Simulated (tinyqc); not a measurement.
CISD on RHF in the sto-6g basis, for H2, spin multiplicity 1, step by step. One step of it, computed by the program tinyqc.

Task: CISD: roots. Diagonalise (each vector has its largest component positive (the first on a tie)); all determinants have Ms = 0, so triplets appear too. The lowest singlet root is the correlation energy.

Occupation strings over the orbitals (2 doubly, a alpha, b beta, 0 empty; spin orbitals ordered 1a 1b 2a 2b ...): 20 ab ba 02

H - E(HF) between determinants (hartree), lower triangle:
```
          20         ab        ba        02
20  0.000000
ab  0.000000   0.687827
ba  0.000000  -0.185508  0.687827
02  0.185508   0.000000  0.000000  1.418525
```

Give: lowest roots of this matrix, relative to E(HF); lowest vectors; <S^2> of these roots; weight of the ground state by excitation level 0, 1, 2, ....

Result:

lowest roots of this matrix, relative to E(HF) (hartree): -0.0239  0.5023  0.8733  1.4424

lowest vectors:
```
     root 1  root 2   root 3  root 4
20   0.9918  0.0000   0.0000  0.1276
ab   0.0000  0.7071   0.7071  0.0000
ba   0.0000  0.7071  -0.7071  0.0000
02  -0.1276  0.0000   0.0000  0.9918
```

<S^2> of these roots: 0.0000  2.0000  0.0000  0.0000

weight of the ground state by excitation level 0, 1, 2, ...: 0.9837  0.0000  0.0163

With one virtual orbital singles and doubles already span the full space.
